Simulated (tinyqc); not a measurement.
Coupled-perturbed Hartree-Fock on RHF in the sto-3g basis, for BeH2, spin multiplicity 1, step by step. Computed by tinyqc, a small Python program that keeps every step (integrals from PySCF). Settings: charge = 0, multiplicity = 1, basis = sto-3g, method = RHF, energy threshold = 1e-10, iteration cap = 68, orthogonalisation = canonical, start = core, DIIS depth = 6. Command: `OMP_NUM_THREADS=1 python tinyqc.py 21750 21751 out.jsonl` (the two numbers bound the seeds that draw the settings). One thread of a shared host (Intel(R) Xeon(R) Processor @ 2.60GHz), about 0.1 s of CPU time with the checks. The early iterations of the SCF are left out here.

## One-electron integrals

Geometry (angstrom):
```
atom        x         y        z
Be    0.00000   0.00000  0.00000
H     0.00000   1.61200  0.01800
H     0.00000  -1.61200  0.01800
```

Basis sto-3g: exponents (1/bohr^2) and contraction coefficients of normalised primitives:
```
element  l (shell)  exponent  coefficient
Be           s (1)  30.16787      0.15433
Be           s (1)   5.49512      0.53533
Be           s (1)   1.48719      0.44463
Be           s (2)   1.31483     -0.09997
Be           s (2)   0.30554      0.39951
Be           s (2)   0.09937      0.70012
Be           p (3)   1.31483      0.15592
Be           p (3)   0.30554      0.60768
Be           p (3)   0.09937      0.39196
H            s (1)   3.42525      0.15433
H            s (1)   0.62391      0.53533
H            s (1)   0.16886      0.44463
```

Overlap, kinetic and nuclear-attraction integrals over the contracted functions; the nuclear repulsion is the sum of Za Zb / Rab.

nuclear repulsion = 2.7901628 hartree

overlap S, lower triangle:
```
          1Be 1s   1Be 2s  1Be 2px   1Be 2py  1Be 2pz    2H 1s    3H 1s
1Be 1s   1.00000
1Be 2s   0.25952  1.00000
1Be 2px  0.00000  0.00000  1.00000
1Be 2py  0.00000  0.00000  0.00000   1.00000
1Be 2pz  0.00000  0.00000  0.00000   0.00000  1.00000
2H 1s    0.03824  0.35538  0.00000   0.43979  0.00491  1.00000
3H 1s    0.03824  0.35538  0.00000  -0.43979  0.00491  0.01125  1.00000
```

kinetic energy T (hartree), lower triangle:
```
           1Be 1s   1Be 2s  1Be 2px   1Be 2py  1Be 2pz     2H 1s    3H 1s
1Be 1s    6.69397
1Be 2s   -0.03301  0.21111
1Be 2px   0.00000  0.00000  0.66059
1Be 2py   0.00000  0.00000  0.00000   0.66059
1Be 2pz   0.00000  0.00000  0.00000   0.00000  0.66059
2H 1s    -0.01078  0.03399  0.00000   0.11367  0.00127   0.76003
3H 1s    -0.01078  0.03399  0.00000  -0.11367  0.00127  -0.00485  0.76003
```

nuclear attraction V (hartree), lower triangle:
```
            1Be 1s    1Be 2s   1Be 2px   1Be 2py   1Be 2pz     2H 1s     3H 1s
1Be 1s   -15.21760
1Be 2s    -2.06962  -2.95028
1Be 2px    0.00000   0.00000  -2.87376
1Be 2py    0.00000   0.00000   0.00000  -3.04752
1Be 2pz   -0.00028  -0.00262   0.00000   0.00000  -2.87378
2H 1s     -0.30341  -0.95113   0.00000  -1.14577  -0.01299  -2.70051
3H 1s     -0.30341  -0.95113   0.00000   1.14577  -0.01299  -0.03647  -2.70051
```

core Hamiltonian H = T + V (hartree), lower triangle:
```
           1Be 1s    1Be 2s   1Be 2px   1Be 2py   1Be 2pz     2H 1s     3H 1s
1Be 1s   -8.52362
1Be 2s   -2.10263  -2.73916
1Be 2px   0.00000   0.00000  -2.21316
1Be 2py   0.00000   0.00000   0.00000  -2.38692
1Be 2pz  -0.00028  -0.00262   0.00000   0.00000  -2.21319
2H 1s    -0.31419  -0.91714   0.00000  -1.03210  -0.01172  -1.94048
3H 1s    -0.31419  -0.91714   0.00000   1.03210  -0.01172  -0.04132  -1.94048
```

## Two-electron integrals

Functions are numbered as in S; the eight-fold symmetry (ij|kl) = (ji|kl) = (kl|ij) leaves the list below.

Two-electron integrals (ij|kl) in chemists' order, unique and non-zero (hartree):
```
(11|11) 2.29883     (21|11) 0.39204     (21|21) 0.07954     (22|11) 0.57099
(22|21) 0.14304     (22|22) 0.41768     (31|31) 0.01461     (32|31) 0.02189
(32|32) 0.09226     (33|11) 0.56958     (33|21) 0.14308     (33|22) 0.41759
(33|33) 0.44986     (41|41) 0.01461     (42|41) 0.02189     (42|42) 0.09226
(43|43) 0.02425     (44|11) 0.56958     (44|21) 0.14308     (44|22) 0.41759
(44|33) 0.40136     (44|44) 0.44986     (51|51) 0.01461     (52|51) 0.02189
(52|52) 0.09226     (53|53) 0.02425     (54|54) 0.02425     (55|11) 0.56958
(55|21) 0.14308     (55|22) 0.41759     (55|33) 0.40136     (55|44) 0.40136
(55|55) 0.44986     (61|11) 0.05702     (61|21) 0.01156     (61|22) 0.02098
(61|33) 0.02084     (61|41) 0.00102     (61|42) 0.00193     (61|44) 0.02127
(61|51) 1.14e-05    (61|52) 2.15e-05    (61|54) 4.84e-06    (61|55) 0.02084
(61|61) 0.00176     (62|11) 0.15715     (62|21) 0.04005     (62|22) 0.12995
(62|33) 0.12481     (62|41) 0.00520     (62|42) 0.03366     (62|44) 0.14012
(62|51) 0.00006     (62|52) 0.00038     (62|54) 0.00017     (62|55) 0.12481
(62|61) 0.00644     (62|62) 0.06374     (63|31) 0.00342     (63|32) 0.01660
(63|43) 0.00562     (63|53) 0.00006     (63|63) 0.00535     (64|11) 0.17595
(64|21) 0.04533     (64|22) 0.15398     (64|33) 0.14491     (64|41) 0.00833
(64|42) 0.05199     (64|44) 0.17196     (64|51) 0.00005     (64|52) 0.00040
(64|54) 0.00024     (64|55) 0.14491     (64|61) 0.00757     (64|62) 0.08532
(64|64) 0.11709     (65|11) 0.00196     (65|21) 0.00051     (65|22) 0.00172
(65|33) 0.00162     (65|41) 0.00005     (65|42) 0.00040     (65|44) 0.00179
(65|51) 0.00342     (65|52) 0.01661     (65|54) 0.00562     (65|55) 0.00174
(65|61) 0.00008     (65|62) 0.00095     (65|64) 0.00125     (65|65) 0.00537
(66|11) 0.32727     (66|21) 0.08479     (66|22) 0.30957     (66|33) 0.28770
(66|41) 0.01202     (66|42) 0.10325     (66|44) 0.35299     (66|51) 0.00013
(66|52) 0.00115     (66|54) 0.00073     (66|55) 0.28771     (66|61) 0.01387
(66|62) 0.19847     (66|64) 0.28036     (66|65) 0.00313     (66|66) 0.77461
(71|11) 0.05702     (71|21) 0.01156     (71|22) 0.02098     (71|33) 0.02084
(71|41) -0.00102    (71|42) -0.00193    (71|44) 0.02127     (71|51) 1.14e-05
(71|52) 2.15e-05    (71|54) -4.84e-06   (71|55) 0.02084     (71|61) 0.00161
(71|62) 0.00544     (71|64) 0.00597     (71|65) 0.00007     (71|66) 0.01145
(71|71) 0.00176     (72|11) 0.15715     (72|21) 0.04005     (72|22) 0.12995
(72|33) 0.12481     (72|41) -0.00520    (72|42) -0.03366    (72|44) 0.14012
(72|51) 0.00006     (72|52) 0.00038     (72|54) -0.00017    (72|55) 0.12481
(72|61) 0.00544     (72|62) 0.03094     (72|64) 0.03406     (72|65) 0.00046
(72|66) 0.07045     (72|71) 0.00644     (72|72) 0.06374     (73|31) 0.00342
(73|32) 0.01660     (73|43) -0.00562    (73|53) 0.00006     (73|63) 0.00195
(73|73) 0.00535     (74|11) -0.17595    (74|21) -0.04533    (74|22) -0.15398
(74|33) -0.14491    (74|41) 0.00833     (74|42) 0.05199     (74|44) -0.17196
(74|51) -0.00005    (74|52) -0.00040    (74|54) 0.00024     (74|55) -0.14491
(74|61) -0.00597    (74|62) -0.03406    (74|64) -0.03672    (74|65) -0.00050
(74|66) -0.07759    (74|71) -0.00757    (74|72) -0.08532    (74|74) 0.11709
(75|11) 0.00196     (75|21) 0.00051     (75|22) 0.00172     (75|33) 0.00162
(75|41) -0.00005    (75|42) -0.00040    (75|44) 0.00179     (75|51) 0.00342
(75|52) 0.01661     (75|54) -0.00562    (75|55) 0.00174     (75|61) 0.00007
(75|62) 0.00046     (75|64) 0.00050     (75|65) 0.00196     (75|66) 0.00106
(75|71) 0.00008     (75|72) 0.00095     (75|74) -0.00125    (75|75) 0.00537
(76|11) 0.00695     (76|21) 0.00172     (76|22) 0.00488     (76|33) 0.00482
(76|44) 0.00500     (76|51) 5.38e-06    (76|52) 2.68e-05    (76|55) 0.00482
(76|61) 0.00025     (76|62) 0.00156     (76|64) 0.00186     (76|65) 2.56e-05
(76|66) 0.00378     (76|71) 0.00025     (76|72) 0.00156     (76|74) -0.00186
(76|75) 2.56e-05    (76|76) 0.00006     (77|11) 0.32727     (77|21) 0.08479
(77|22) 0.30957     (77|33) 0.28770     (77|41) -0.01202    (77|42) -0.10325
(77|44) 0.35299     (77|51) 0.00013     (77|52) 0.00115     (77|54) -0.00073
(77|55) 0.28771     (77|61) 0.01145     (77|62) 0.07045     (77|64) 0.07759
(77|65) 0.00106     (77|66) 0.16413     (77|71) 0.01387     (77|72) 0.19847
(77|74) -0.28036    (77|75) 0.00313     (77|76) 0.00378     (77|77) 0.77461
```

## Orthogonalisation

S = U s U^T; canonical form X = U s^(-1/2), so that X^T S X = 1. Each column of U has its largest component positive (the first on a tie).

eigenvalues of S: 0.37239  0.45952  0.95813  1.00000  1.00024  1.59336  1.61636

X:
```
                1         2         3        4         5        6         7
1Be 1s    0.00000  -0.41870   0.90577  0.00000  -0.06726  0.28437   0.00000
1Be 2s    0.00000   1.06579  -0.04953  0.00000  -0.00730  0.54635   0.00000
1Be 2px   0.00000   0.00000   0.00000  1.00000   0.00000  0.00000   0.00000
1Be 2py   1.15349   0.00000   0.00000  0.00000   0.00000  0.00000   0.55869
1Be 2pz   0.00000   0.01195   0.07690  0.00000   0.99698  0.00583   0.00000
2H 1s    -0.82305  -0.65758  -0.32780  0.00000   0.02456  0.35228   0.39150
3H 1s     0.82305  -0.65758  -0.32780  0.00000   0.02456  0.35228  -0.39150
```

## Iteration 7 (converged): orbitals

converged F (hartree), lower triangle:
```
           1Be 1s    1Be 2s  1Be 2px   1Be 2py   1Be 2pz     2H 1s     3H 1s
1Be 1s   -4.53300
1Be 2s   -1.29024  -0.58837
1Be 2px   0.00000   0.00000  0.21357
1Be 2py   0.00000   0.00000  0.00000  -0.13055
1Be 2pz   0.00026  -0.00175  0.00000   0.00000   0.21354
2H 1s    -0.19670  -0.32490  0.00000  -0.29536  -0.00254  -0.22084
3H 1s    -0.19670  -0.32490  0.00000   0.29536  -0.00254  -0.01051  -0.22084
```

Diagonalise F' = X^T F X, C = X C', fill 3 alpha and 3 beta electrons from the bottom; D = 2 C_occ C_occ^T. Each column has its largest component positive (the first on a tie).

F' = X^T F X (hartree), lower triangle:
```
         1         2         3        4        5         6         7
1  0.66298
2  0.00000   0.18268
3  0.00000   0.76464  -3.44028
4  0.00000   0.00000   0.00000  0.21357
5  0.00000  -0.05664   0.28407  0.00000  0.19144
6  0.00000   0.32947  -1.67979  0.00000  0.13325  -1.32950
7  0.05629   0.00000   0.00000  0.00000  0.00000   0.00000  -0.36364
```

orbital energies (hartree): MO1 -4.53634, MO2 -0.41038, MO3 -0.36672, MO4 0.21348, MO5 0.21357, MO6 0.33757, MO7 0.66606

coefficients C:
```
              MO1       MO2       MO3       MO4      MO5       MO6       MO7
1Be 1s    0.99190  -0.21146   0.00000   0.00743  0.00000  -0.22910   0.00000
1Be 2s    0.03089   0.61638   0.00000  -0.03101  0.00000   1.02717   0.00000
1Be 2px   0.00000   0.00000   0.00000   0.00000  1.00000   0.00000   0.00000
1Be 2py   0.00000   0.00000   0.49489   0.00000  0.00000   0.00000   1.18227
1Be 2pz  -0.00001   0.00248   0.00000   0.99947  0.00000   0.03340   0.00000
2H 1s    -0.00384   0.39258   0.43584   0.01636  0.00000  -0.71426  -0.80046
3H 1s    -0.00384   0.39258  -0.43584   0.01636  0.00000  -0.71426   0.80046
```

D after iteration 7, lower triangle:
```
           1Be 1s   1Be 2s  1Be 2px   1Be 2py  1Be 2pz     2H 1s    3H 1s
1Be 1s    2.05716
1Be 2s   -0.19940  0.76176
1Be 2px   0.00000  0.00000  0.00000
1Be 2py   0.00000  0.00000  0.00000   0.48984
1Be 2pz  -0.00107  0.00305  0.00000   0.00000  0.00001
2H 1s    -0.17364  0.48372  0.00000   0.43139  0.00195   0.68818
3H 1s    -0.17364  0.48372  0.00000  -0.43139  0.00195  -0.07165  0.68818
```

## Convergence

Stop when the energy changes by less than 1e-10 hartree and every element of the error matrix X^T (F D S - S D F) X is below 3e-06.

Course of the cycle:
```
iteration  E (hartree)     change  largest element of the error matrix
1          -14.7356371          -                             7.57e-01
2          -15.4998689  -7.64e-01                             3.27e-02
3          -15.5002458  -3.77e-04                             3.81e-03
4          -15.5002620  -1.62e-05                             6.29e-04
5          -15.5002627  -6.68e-07                             1.63e-05
6          -15.5002627  -5.25e-10                             1.68e-06
7          -15.5002627  -2.81e-12                             2.61e-08
```

PySCF RHF in the same basis = -15.5002627 hartree

Converged in 7 iterations.

## Integrals over molecular orbitals

(pq|rs) = sum C_ip C_jq C_kr C_ls (ij|kl), one index at a time.

one-electron integrals over orbitals h = C^T H C (hartree), lower triangle:
```
          1         2         3         4         5         6         7
1  -8.51239
2   0.20670  -2.26802
3   0.00000   0.00000  -2.19659
4  -0.00735   0.00481   0.00000  -2.21294
5   0.00000   0.00000   0.00000   0.00000  -2.21316
6   0.20410  -0.25315   0.00000  -0.00844   0.00000  -1.88558
7   0.00000   0.00000  -0.31738   0.00000   0.00000   0.00000  -1.86313
```

Two-electron integrals over orbitals (pq|rs), unique and non-zero (hartree):
```
(11|11) 2.27204     (21|11) -0.18588    (21|21) 0.02350     (22|11) 0.45336
(22|21) -0.00565    (22|22) 0.36975     (31|31) 0.00493     (32|31) 0.01055
(32|32) 0.15735     (33|11) 0.41285     (33|21) -0.00231    (33|22) 0.38101
(33|33) 0.40443     (41|11) 0.00635     (41|21) -0.00076    (41|22) 0.00038
(41|33) 0.00021     (41|41) 0.01575     (42|11) -0.00362    (42|21) 0.00022
(42|22) 0.00104     (42|33) 0.00148     (42|41) 0.01488     (42|42) 0.04721
(43|31) -2.37e-05   (43|32) 0.00233     (43|43) 0.01213     (44|11) 0.56910
(44|21) -0.00716    (44|22) 0.35086     (44|33) 0.33080     (44|41) -0.00083
(44|42) -0.00463    (44|44) 0.44990     (51|51) 0.01574     (52|51) 0.01490
(52|52) 0.04719     (53|53) 0.01208     (54|51) -0.00052    (54|52) -0.00141
(54|54) 0.02428     (55|11) 0.56919     (55|21) -0.00715    (55|22) 0.35088
(55|33) 0.33080     (55|41) 0.00021     (55|42) -0.00181    (55|44) 0.40132
(55|55) 0.44986     (61|11) -0.19282    (61|21) 0.02484     (61|22) -0.00587
(61|33) -0.00284    (61|41) -0.00036    (61|42) 0.00063     (61|44) -0.00582
(61|55) -0.00579    (61|61) 0.02635     (62|11) 0.13998     (62|21) -0.00593
(62|22) -0.01303    (62|33) -0.04047    (62|41) 0.00062     (62|42) -0.00086
(62|44) 0.06988     (62|55) 0.07002     (62|61) -0.00528    (62|62) 0.08433
(63|31) -0.00021    (63|32) -0.09200    (63|43) -0.00201    (63|63) 0.08837
(64|11) 0.00328     (64|21) 3.89e-05    (64|22) 0.00019     (64|33) -0.00087
(64|41) 0.01606     (64|42) 0.04621     (64|44) -0.00028    (64|55) 0.00143
(64|61) 0.00053     (64|62) 0.00382     (64|64) 0.04872     (65|51) 0.01609
(65|52) 0.04637     (65|54) -0.00086    (65|65) 0.04880     (66|11) 0.45575
(66|21) -0.00660    (66|22) 0.37211     (66|33) 0.38324     (66|41) 0.00128
(66|42) 0.00382     (66|44) 0.34913     (66|55) 0.34928     (66|61) -0.00647
(66|62) -0.02675    (66|64) 0.00234     (66|66) 0.38928     (71|31) 0.00930
(71|32) 0.01709     (71|43) -0.00008    (71|63) 0.00047     (71|71) 0.01765
(72|31) 0.00464     (72|32) -0.03832    (72|43) -0.00182    (72|63) 0.06311
(72|71) 0.00849     (72|72) 0.05750     (73|11) 0.15145     (73|21) -0.00389
(73|22) 0.00173     (73|33) -0.01801    (73|41) 2.87e-05    (73|42) -0.00250
(73|44) 0.07195     (73|55) 0.07199     (73|61) -0.00355    (73|62) 0.07997
(73|64) 0.00200     (73|66) -0.02009    (73|73) 0.08815     (74|31) -0.00034
(74|32) -0.00407    (74|43) 0.01309     (74|63) 0.00268     (74|71) -0.00059
(74|72) 0.00084     (74|74) 0.01710     (75|53) 0.01315     (75|75) 0.01700
(76|31) 0.00955     (76|32) 0.13891     (76|43) 0.00257     (76|63) -0.09104
(76|71) 0.01595     (76|72) -0.04590    (76|74) -0.00352    (76|76) 0.13563
(77|11) 0.54013     (77|21) -0.00728    (77|22) 0.39536     (77|33) 0.41075
(77|41) 0.00020     (77|42) 0.00029     (77|44) 0.37498     (77|55) 0.37495
(77|61) -0.00731    (77|62) -0.01628    (77|64) -0.00077    (77|66) 0.40526
(77|73) 0.00539     (77|77) 0.44795
```

## Response to a field: uncoupled start

dipole integrals <a|z|i> (bohr):
```
         i1       i2        i3
a4  0.15105  0.96437   0.00000
a5  0.00000  0.00000   0.00000
a6  0.00463  0.01450   0.00000
a7  0.00000  0.00000  -0.02126
```

Field along z; U_ai = -mu_ai / (e_a - e_i), alpha = -4 sum U_ai mu_ai.

uncoupled U:
```
          i1        i2       i3
a4  -0.03180  -1.54582  0.00000
a5   0.00000   0.00000  0.00000
a6  -0.00095  -0.01938  0.00000
a7   0.00000   0.00000  0.02058
```

uncoupled polarisability = 5.98510 bohr^3

## Coupled step 1

U_ai = -(mu_ai + sum_bj [4 (ai|bj) - (ab|ij) - (aj|bi)] U_bj) / (e_a - e_i); alpha = -4 sum U_ai mu_ai.

U after step 1:
```
          i1        i2       i3
a4  -0.01843  -2.06158  0.00000
a5   0.00000   0.00000  0.00000
a6  -0.00040  -0.03140  0.00000
a7   0.00000   0.00000  0.01956
```

polarisability = 7.96714 bohr^3

## Coupled step 2

As before.

U after step 2:
```
          i1        i2       i3
a4  -0.01133  -2.23573  0.00000
a5   0.00000   0.00000  0.00000
a6  -0.00018  -0.03510  0.00000
a7   0.00000   0.00000  0.01875
```

polarisability = 8.63478 bohr^3

## Coupled polarisability

Repeat until U stops changing; compare with -d2E/dF2.

Course of the coupled iterations:
```
step  alpha (bohr^3)
0            5.98510
1            7.96714
2            8.63478
3            8.86086
4            8.93754
5            8.96356
6            8.97240
7            8.97540
8            8.97641
9            8.97676
10           8.97688
11           8.97692
12           8.97693
13           8.97693
14           8.97694
15           8.97694
16           8.97694
17           8.97694
18           8.97694
```

coupled polarisability = 8.97694 bohr^3

finite-field check, fields of +/-0.001 au = 8.97690 bohr^3
